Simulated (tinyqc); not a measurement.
# Junction field-effect transistor with two gates, gradual channel with velocity saturation: effect of the gate voltage on saturation

A uniformly doped n-type channel, depleted from both sides by p+ gates; at channel potential V the depleted share of a is u = sqrt((Vbi - Vg + V)/Vp), s at the source. Electrons drift with v = mu E/(1 + mu E/vsat). Abrupt depletion edge, no series resistance, source at 0.

ni = sqrt(Nc Nv) exp(-Eg/(2 Vt)), Eg in volts; Vbi = Vt ln(Na Nd/ni^2); Vp = q Nd a^2/(2 eps0 eps_r); G0 = 2 q mu Nd a W/L; Z = mu Vp/(vsat L); s = sqrt((Vbi - Vg)/Vp). I = (G0 Vp/3) F/(1 + Z (u^2 - s^2)), F = 3 (u^2 - s^2) - 2 (u^3 - s^3), with u at V = Vd; Z = 0 gives constant mobility, for which u stops at 1. The current peaks at u = um, the root of (1 - u)(1 + Z (u^2 - s^2)) = Z F/3; beyond Vdsat = Vp (um^2 - s^2) it is held at that value. gm = G0 (um - s)/(1 + Z (um^2 - s^2)).

Parameters, values chosen for the exercise; material values close to those of gallium arsenide: temperature T = 300 K; relative permittivity of the semiconductor eps_r = 13.2; conduction-band density of states at T Nc = 4.39e17 cm^-3; band gap Eg = 1.44 eV; valence-band density of states at T Nv = 9.03e18 cm^-3; donor density of the channel Nd = 2.1e16 cm^-3; half the channel thickness a = 510 nm; low-field mobility at this doping mu = 5900 cm^2/(V s); saturation velocity vsat = 9.3e6 cm/s; gate length L = 1 um; gate width W = 50 um; acceptor density of the gates Na = 1.5e18 cm^-3.

Constants: q = 1.602176634e-19 C, kB = 1.380649e-23 J/K, Vt = kB T/q, eps0 = 8.8541878128e-14 F/cm where lengths are in cm. Results are converted to the units shown.

The same in every row: Z = 23.75.

Effect of the gate voltage on saturation:
```
Vg (V),um,Vdsat (V),Isat (mA),Isat for Z = 0 (mA),gm (mS)
-2.1,0.9826,0.1998,0.2773,0.7421,1.230
-1.75,0.9518,0.3265,0.7696,3.217,1.548
-1.4,0.9154,0.4225,1.349,7.523,1.757
-1.05,0.8749,0.5006,1.997,13.78,1.942
-0.7,0.8302,0.5656,2.709,22.12,2.132
-0.35,0.7812,0.6197,3.492,32.72,2.347
0,0.7270,0.6635,4.357,45.81,2.610
```

As Vg goes from -2.1 to 0 V, Vdsat rises from 0.200 to 0.663 V, Isat rises from 0.277 to 4.36 mA and gm rises from 1.23 to 2.61 mS. Isat is 0.374 of the constant-mobility value in the first row and 0.0951 in the last. In every row the gate is shorter than 2 a, outside the gradual-channel approximation. For Vg = -2.1 to -1.75 V the open channel at the source, (1 - s) a, is under two Debye lengths, so the abrupt edge is rough.

Numbers from tinyqc (`OMP_NUM_THREADS=1 python tinyqc.py 2500139 2500140 out.jsonl`; about 0.09 s on one thread of a shared Intel Xeon 2.30GHz).
